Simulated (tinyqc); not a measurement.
Dose and depth of a threshold implant.

Inverse problem. A sheet of D acceptors per cm^2 lies at depth xi inside the depleted layer of a body doped Na. In the depletion approximation VT = Vfb + f2 + q D/Cox + gamma sqrt(f2 + Vsb - q D xi/(eps0 eps_r)), gamma = sqrt(2 eps0 eps_r q Na)/Cox, Cox = eps0 eox/tox. Find gamma, D and xi.

Parameters, values chosen for the exercise; band and dielectric values close to those of silicon:
- eps_r = 11.7 (relative permittivity)
- Na = 8.2e16 cm^-3 (acceptor density deep in the body)
- eox = 9.04 (relative permittivity of the gate insulator (close to aluminium oxide))
- tox = 14 nm (insulator thickness)
- Vfb = -0.39 V (flat-band voltage)
- f2 = 0.811 V (band bending 2 phiF at threshold)

Constants: q = 1.602176634e-19 C, eps0 = 8.8541878128e-14 F/cm where lengths are in cm. Results are converted to the units shown.

VT against the source at Vsb = 0 and 2.1 V (V): [1.0233170, 1.2812716]

Answer. With y^2 = f2 - q D xi/(eps0 eps_r) and d the difference of the thresholds over gamma, sqrt(y^2 + Vsb) - y = d gives y = (Vsb - d^2)/(2 d). The first threshold then gives D, and y^2 gives xi.

gamma = 0.289 V^0.5
D = 1.40e12 cm^-2
xi = 13.0 nm

Numbers from tinyqc (`OMP_NUM_THREADS=1 python tinyqc.py 2080124 2080125 out.jsonl`; about 0.5 s on one thread of a shared Intel Xeon 2.30GHz).
